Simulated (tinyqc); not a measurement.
Inside a calculation. Method: RHF in the sto-6g basis, for H4, spin multiplicity 1. Computed by tinyqc, a small Python program that keeps every step (integrals from PySCF). Settings: charge = 0, multiplicity = 1, basis = sto-6g, energy threshold = 1e-08, iteration cap = 55, orthogonalisation = symmetric, start = core, DIIS depth = 3, method = RHF. Command: `OMP_NUM_THREADS=1 python tinyqc.py 30544 30545 out.jsonl` (the two numbers bound the seeds that draw the settings). One thread of a shared host (Intel(R) Xeon(R) Processor @ 2.60GHz), about 0.05 s of CPU time with the checks. Later iterations appear only in the table of the cycle.

## One-electron integrals

Geometry (angstrom):
```
atom,x,y,z
H,0.000000,0.000000,0.000000
H,0.000000,0.000000,0.812000
H,0.000000,0.000000,1.672000
H,0.000000,0.000000,2.485000
```

Basis sto-6g: exponents (1/bohr^2) and contraction coefficients of normalised primitives:
```
element,l (shell),exponent,coefficient
H,s (1),35.523221,0.009164
H,s (1),6.513144,0.049361
H,s (1),1.822143,0.168538
H,s (1),0.625955,0.370563
H,s (1),0.243077,0.416492
H,s (1),0.100112,0.130334
```

Overlap, kinetic and nuclear-attraction integrals over the contracted functions; the nuclear repulsion is the sum of Za Zb / Rab.

nuclear repulsion = 2.76365938 hartree

overlap S, lower triangle:
```
,1H 1s,2H 1s,3H 1s,4H 1s
1H 1s,1.000000
2H 1s,0.612982,1.000000
3H 1s,0.199516,0.582345,1.000000
4H 1s,0.053627,0.199216,0.612338,1.000000
```

kinetic energy T (hartree), lower triangle:
```
,1H 1s,2H 1s,3H 1s,4H 1s
1H 1s,0.768522
2H 1s,0.194480,0.768522
3H 1s,-0.002990,0.170290,0.768522
4H 1s,-0.010195,-0.003041,0.193953,0.768522
```

nuclear attraction V (hartree), lower triangle:
```
,1H 1s,2H 1s,3H 1s,4H 1s
1H 1s,-2.377981
2H 1s,-1.488122,-2.747219
3H 1s,-0.463961,-1.495198,-2.746818
4H 1s,-0.116629,-0.463164,-1.485993,-2.377208
```

core Hamiltonian H = T + V (hartree), lower triangle:
```
,1H 1s,2H 1s,3H 1s,4H 1s
1H 1s,-1.609459
2H 1s,-1.293642,-1.978697
3H 1s,-0.466951,-1.324907,-1.978296
4H 1s,-0.126824,-0.466204,-1.292039,-1.608686
```

## Two-electron integrals

Functions are numbered as in S; the eight-fold symmetry (ij|kl) = (ji|kl) = (kl|ij) leaves the list below.

Two-electron integrals (ij|kl) in chemists' order, unique and non-zero (hartree):
```
i,j,k,l,(ij|kl)
1,1,1,1,0.774999
2,1,1,1,0.404236
2,1,2,1,0.252086
2,2,1,1,0.543244
2,2,2,1,0.404236
2,2,2,2,0.774999
3,1,1,1,0.101645
3,1,2,1,0.069210
3,1,2,2,0.123849
3,1,3,1,0.021704
3,2,1,1,0.237628
3,2,2,1,0.184391
3,2,2,2,0.378551
3,2,3,1,0.065850
3,2,3,2,0.224801
3,3,1,1,0.313000
3,3,2,1,0.246261
3,3,2,2,0.525887
3,3,3,1,0.101645
3,3,3,2,0.378551
3,3,3,3,0.774999
4,1,1,1,0.022019
4,1,2,1,0.015353
4,1,2,2,0.028301
4,1,3,1,0.005166
4,1,3,2,0.016471
4,1,3,3,0.028306
4,1,4,1,0.001327
4,2,1,1,0.065076
4,2,2,1,0.049769
4,2,2,2,0.101463
4,2,3,1,0.018808
4,2,3,2,0.065736
4,2,3,3,0.123644
4,2,4,1,0.005158
4,2,4,2,0.021634
4,3,1,1,0.156504
4,3,2,1,0.119022
4,3,2,2,0.245928
4,3,3,1,0.049791
4,3,3,2,0.184140
4,3,3,3,0.403692
4,3,4,1,0.015338
4,3,4,2,0.069020
4,3,4,3,0.251494
4,4,1,1,0.212823
4,4,2,1,0.156629
4,4,2,2,0.312825
4,4,3,1,0.065153
4,4,3,2,0.237478
4,4,3,3,0.542878
4,4,4,1,0.022019
4,4,4,2,0.101463
4,4,4,3,0.403692
4,4,4,4,0.774999
```

## Orthogonalisation

S = U s U^T; symmetric (Loewdin) form X = U s^(-1/2) U^T, so that X^T S X = 1.

eigenvalues of S: 0.191405  0.464012  1.172623  2.171960

X, lower triangle:
```
,1H 1s,2H 1s,3H 1s,4H 1s
1H 1s,1.216854
2H 1s,-0.475003,1.461723
3H 1s,0.099264,-0.510263,1.460975
4H 1s,-0.021046,0.099168,-0.474143,1.216207
```

## Starting guess

The start is the orbitals of the core Hamiltonian; D = 2 C_occ C_occ^T.

D at the start, lower triangle:
```
,1H 1s,2H 1s,3H 1s,4H 1s
1H 1s,0.329537
2H 1s,0.550925,1.272028
3H 1s,-0.409406,-0.166494,1.273003
4H 1s,-0.310899,-0.408256,0.550810,0.328742
```

## Iteration 1: building the Fock matrix

J_ij = sum D_kl (ij|kl), K_ij = sum D_kl (ik|jl); F = H + J - 0.5 K; E = tr D H + tr D J / 2 - 0.25 tr D K + E_nn.

Coulomb J (hartree), lower triangle:
```
,1H 1s,2H 1s,3H 1s,4H 1s
1H 1s,1.803460
2H 1s,1.253016,2.325555
3H 1s,0.414690,1.333134,2.325350
4H 1s,0.105590,0.413975,1.251228,1.802249
```

exchange K (hartree), lower triangle:
```
,1H 1s,2H 1s,3H 1s,4H 1s
1H 1s,0.922714
2H 1s,0.956713,1.489172
3H 1s,0.319971,0.925414,1.489035
4H 1s,0.008065,0.319518,0.955544,0.921203
```

Fock matrix F (hartree), lower triangle:
```
,1H 1s,2H 1s,3H 1s,4H 1s
1H 1s,-0.267356
2H 1s,-0.518982,-0.397728
3H 1s,-0.212247,-0.454481,-0.397463
4H 1s,-0.025267,-0.211989,-0.518583,-0.267039
```

total energy of this density = -1.97495150 hartree

## Iteration 1: diagonalisation and new density

Diagonalise F' = X^T F X, C = X C', fill 2 alpha and 2 beta electrons from the bottom; D = 2 C_occ C_occ^T. Each column has its largest component positive (the first on a tie).

F' = X^T F X (hartree), lower triangle:
```
,1,2,3,4
1,0.101103
2,-0.620609,0.272924
3,0.121670,-0.562717,0.272298
4,0.017102,0.121528,-0.619772,0.100539
```

orbital energies (hartree): MO1 -0.624808, MO2 -0.372030, MO3 0.452624, MO4 1.291078

coefficients C:
```
,MO1,MO2,MO3,MO4
1H 1s,0.250962,-0.533061,0.849480,-0.804925
2H 1s,0.410611,-0.383872,-0.594401,1.401140
3H 1s,0.410273,0.384353,-0.596003,-1.399361
4H 1s,0.250608,0.533384,0.850100,0.802668
```

D after iteration 1, lower triangle:
```
,1H 1s,2H 1s,3H 1s,4H 1s
1H 1s,0.694272
2H 1s,0.615350,0.631918
3H 1s,-0.203841,0.041841,0.632102
4H 1s,-0.442866,-0.203698,0.615651,0.694606
```

## Iteration 2: building the Fock matrix

As before.

Coulomb J (hartree), lower triangle:
```
,1H 1s,2H 1s,3H 1s,4H 1s
1H 1s,1.849650
2H 1s,1.210686,2.131687
3H 1s,0.389246,1.212687,2.131524
4H 1s,0.100134,0.388616,1.209195,1.849211
```

exchange K (hartree), lower triangle:
```
,1H 1s,2H 1s,3H 1s,4H 1s
1H 1s,1.154448
2H 1s,0.991256,1.271397
3H 1s,0.344521,0.796915,1.270918
4H 1s,0.037567,0.344027,0.990350,1.153979
```

Fock matrix F (hartree), lower triangle:
```
,1H 1s,2H 1s,3H 1s,4H 1s
1H 1s,-0.337033
2H 1s,-0.578584,-0.482708
3H 1s,-0.249966,-0.510678,-0.482231
4H 1s,-0.045474,-0.249602,-0.578020,-0.336465
```

total energy of this density = -2.15487857 hartree

## Iteration 2: DIIS over 2 matrices

error matrix X^T (FDS - SDF) X:
```
,1,2,3,4
1,0.000000,-0.000416,-0.015801,0.000017
2,0.000416,0.000000,-0.000027,0.015800
3,0.015801,0.000027,0.000000,0.000434
4,-0.000017,-0.015800,-0.000434,0.000000
```

B (overlaps of the stored error matrices):
```
,1,2
1,9.2334487e-01,-1.6039263e-03
2,-1.6039263e-03,9.9935714e-04
```

Minimise |sum c_i e_i|^2 with sum c_i = 1: solve [B -1; -1 0][c; lambda] = [0; -1] with B_ij = tr e_i^T e_j, and take F = sum c_i F_i.

DIIS coefficients: 0.002807  0.997193

extrapolated F (hartree), lower triangle:
```
,1H 1s,2H 1s,3H 1s,4H 1s
1H 1s,-0.336837
2H 1s,-0.578417,-0.482470
3H 1s,-0.249860,-0.510520,-0.481993
4H 1s,-0.045417,-0.249497,-0.577853,-0.336270
```

## Iteration 2: diagonalisation and new density

As before.

F' = X^T F X (hartree), lower triangle:
```
,1,2,3,4
1,0.043671
2,-0.633829,0.198415
3,0.101414,-0.559023,0.198086
4,0.013634,0.101380,-0.633067,0.043375
```

orbital energies (hartree): MO1 -0.723423, MO2 -0.426338, MO3 0.419808, MO4 1.213501

coefficients C:
```
,MO1,MO2,MO3,MO4
1H 1s,0.257127,-0.529219,0.847830,-0.807250
2H 1s,0.406523,-0.390287,-0.597558,1.399215
3H 1s,0.405915,0.391021,-0.598625,-1.397664
4H 1s,0.256458,0.529698,0.848158,0.805311
```

D after iteration 2, lower triangle:
```
,1H 1s,2H 1s,3H 1s,4H 1s
1H 1s,0.692374
2H 1s,0.622151,0.635171
3H 1s,-0.205128,0.024807,0.635330
4H 1s,-0.428769,-0.204957,0.622447,0.692702
```

## Iteration 3: building the Fock matrix

As before.

Coulomb J (hartree), lower triangle:
```
,1H 1s,2H 1s,3H 1s,4H 1s
1H 1s,1.850278
2H 1s,1.210625,2.130449
3H 1s,0.389078,1.211720,2.130276
4H 1s,0.100101,0.388447,1.209128,1.849827
```

exchange K (hartree), lower triangle:
```
,1H 1s,2H 1s,3H 1s,4H 1s
1H 1s,1.157396
2H 1s,0.993045,1.268294
3H 1s,0.344206,0.791656,1.267798
4H 1s,0.039159,0.343720,0.992134,1.156916
```

Fock matrix F (hartree), lower triangle:
```
,1H 1s,2H 1s,3H 1s,4H 1s
1H 1s,-0.337879
2H 1s,-0.579539,-0.482395
3H 1s,-0.249977,-0.509016,-0.481919
4H 1s,-0.046303,-0.249618,-0.578979,-0.337316
```

total energy of this density = -2.15511615 hartree

## Iteration 3: DIIS over 3 matrices

error matrix X^T (FDS - SDF) X:
```
,1,2,3,4
1,0.000000,0.000202,-0.004365,0.000001
2,-0.000202,0.000000,-0.000003,0.004365
3,0.004365,0.000003,0.000000,-0.000198
4,-0.000001,-0.004365,0.000198,0.000000
```

B (overlaps of the stored error matrices), lower triangle:
```
,1,2,3
1,9.2334487e-01
2,-1.6039263e-03,9.9935714e-04
3,-1.0513538e-03,2.7554905e-04,7.6379123e-05
```

As before.

DIIS coefficients: 0.000911  -0.378327  1.377416

extrapolated F (hartree), lower triangle:
```
,1H 1s,2H 1s,3H 1s,4H 1s
1H 1s,-0.338135
2H 1s,-0.579846,-0.482199
3H 1s,-0.249946,-0.508337,-0.481724
4H 1s,-0.046597,-0.249589,-0.579286,-0.337575
```

## Iteration 3: diagonalisation and new density

As before.

F' = X^T F X (hartree), lower triangle:
```
,1,2,3,4
1,0.043303
2,-0.635415,0.197673
3,0.101296,-0.555324,0.197342
4,0.012170,0.101257,-0.634652,0.042998
```

orbital energies (hartree): MO1 -0.723583, MO2 -0.428106, MO3 0.421087, MO4 1.211918

coefficients C:
```
,MO1,MO2,MO3,MO4
1H 1s,0.259234,-0.527680,0.847181,-0.808265
2H 1s,0.405032,-0.392959,-0.598559,1.398472
3H 1s,0.404422,0.393684,-0.599646,-1.396911
4H 1s,0.258577,0.528159,0.847522,0.806313
```

D after iteration 3, lower triangle:
```
,1H 1s,2H 1s,3H 1s,4H 1s
1H 1s,0.691297
2H 1s,0.624710,0.636936
3H 1s,-0.205798,0.018205,0.637089
4H 1s,-0.423334,-0.205626,0.625004,0.691629
```

## Iteration 4: building the Fock matrix

As before.

Coulomb J (hartree), lower triangle:
```
,1H 1s,2H 1s,3H 1s,4H 1s
1H 1s,1.850471
2H 1s,1.210639,2.130154
3H 1s,0.389037,1.211462,2.129979
4H 1s,0.100093,0.388406,1.209141,1.850019
```

exchange K (hartree), lower triangle:
```
,1H 1s,2H 1s,3H 1s,4H 1s
1H 1s,1.158307
2H 1s,0.993703,1.267326
3H 1s,0.344072,0.789792,1.266825
4H 1s,0.039736,0.343588,0.992790,1.157825
```

Fock matrix F (hartree), lower triangle:
```
,1H 1s,2H 1s,3H 1s,4H 1s
1H 1s,-0.338141
2H 1s,-0.579854,-0.482206
3H 1s,-0.249951,-0.508341,-0.481730
4H 1s,-0.046599,-0.249593,-0.579294,-0.337579
```

total energy of this density = -2.15513526 hartree

## Iteration 4: DIIS over 3 matrices

error matrix X^T (FDS - SDF) X:
```
,1,2,3,4
1,0.000000,0.000000,-0.000005,0.000000
2,0.000000,0.000000,0.000000,0.000005
3,0.000005,0.000000,0.000000,0.000000
4,0.000000,-0.000005,0.000000,0.000000
```

B (overlaps of the stored error matrices), lower triangle:
```
,1,2,3
1,9.9935714e-04
2,2.7554905e-04,7.6379123e-05
3,2.9840200e-07,8.2727585e-08,9.0397647e-11
```

As before.

DIIS coefficients: 0.000009  -0.001117  1.001108

extrapolated F (hartree), lower triangle:
```
,1H 1s,2H 1s,3H 1s,4H 1s
1H 1s,-0.338141
2H 1s,-0.579854,-0.482206
3H 1s,-0.249951,-0.508340,-0.481730
4H 1s,-0.046599,-0.249593,-0.579294,-0.337580
```

## Iteration 4: diagonalisation and new density

As before.

F' = X^T F X (hartree), lower triangle:
```
,1,2,3,4
1,0.043301
2,-0.635422,0.197671
3,0.101294,-0.555323,0.197340
4,0.012170,0.101256,-0.634659,0.042998
```

orbital energies (hartree): MO1 -0.723592, MO2 -0.428112, MO3 0.421093, MO4 1.211921

coefficients C:
```
,MO1,MO2,MO3,MO4
1H 1s,0.259238,-0.527678,0.847181,-0.808265
2H 1s,0.405032,-0.392961,-0.598562,1.398471
3H 1s,0.404420,0.393688,-0.599645,-1.396911
4H 1s,0.258578,0.528158,0.847520,0.806315
```

D after iteration 4, lower triangle:
```
,1H 1s,2H 1s,3H 1s,4H 1s
1H 1s,0.691296
2H 1s,0.624712,0.636937
3H 1s,-0.205798,0.018198,0.637091
4H 1s,-0.423328,-0.205627,0.625007,0.691627
```

## Iteration 5 (converged): orbitals

converged F (hartree), lower triangle:
```
,1H 1s,2H 1s,3H 1s,4H 1s
1H 1s,-0.338142
2H 1s,-0.579854,-0.482206
3H 1s,-0.249951,-0.508340,-0.481729
4H 1s,-0.046599,-0.249593,-0.579294,-0.337580
```

As before.

F' = X^T F X (hartree), lower triangle:
```
,1,2,3,4
1,0.043301
2,-0.635422,0.197670
3,0.101294,-0.555323,0.197340
4,0.012170,0.101256,-0.634659,0.042998
```

orbital energies (hartree): MO1 -0.723592, MO2 -0.428112, MO3 0.421093, MO4 1.211921

coefficients C:
```
,MO1,MO2,MO3,MO4
1H 1s,0.259238,-0.527677,0.847181,-0.808265
2H 1s,0.405032,-0.392961,-0.598562,1.398471
3H 1s,0.404420,0.393688,-0.599645,-1.396911
4H 1s,0.258577,0.528159,0.847520,0.806315
```

D after iteration 5, lower triangle:
```
,1H 1s,2H 1s,3H 1s,4H 1s
1H 1s,0.691296
2H 1s,0.624712,0.636937
3H 1s,-0.205798,0.018198,0.637091
4H 1s,-0.423328,-0.205627,0.625007,0.691627
```

## Convergence

Stop when the energy changes by less than 1e-08 hartree and every element of the error matrix X^T (F D S - S D F) X is below 3e-05.

Course of the cycle:
```
iteration,E (hartree),change,largest element of the error matrix
1,-1.97495150,-,4.79e-01
2,-2.15487857,-1.80e-01,1.58e-02
3,-2.15511615,-2.38e-04,4.37e-03
4,-2.15513526,-1.91e-05,4.74e-06
5,-2.15513526,-2.25e-11,5.45e-08
```

PySCF RHF in the same basis = -2.15513526 hartree

Converged in 5 iterations.

## Populations, bond orders and dipole

Mulliken: Z minus the diagonal of D S on the atom; Loewdin: the same with S^(1/2) D S^(1/2); Mayer order: 2 sum_s sum (D(s) S)_ij (D(s) S)_ji over the two atoms.

Charges (e):
```
atom,Mulliken,Loewdin
1H,-0.010471,-0.039533
2H,0.010492,0.039600
3H,0.010656,0.039626
4H,-0.010677,-0.039693
```

Mayer bond orders:
```
pair,order
2-1,0.850825
3-1,-0.001249
3-2,0.150314
4-1,0.150314
4-2,-0.001249
4-3,0.850821
```

dipole moment about the origin, x y z (debye): 0.000000  0.000000  -0.000940
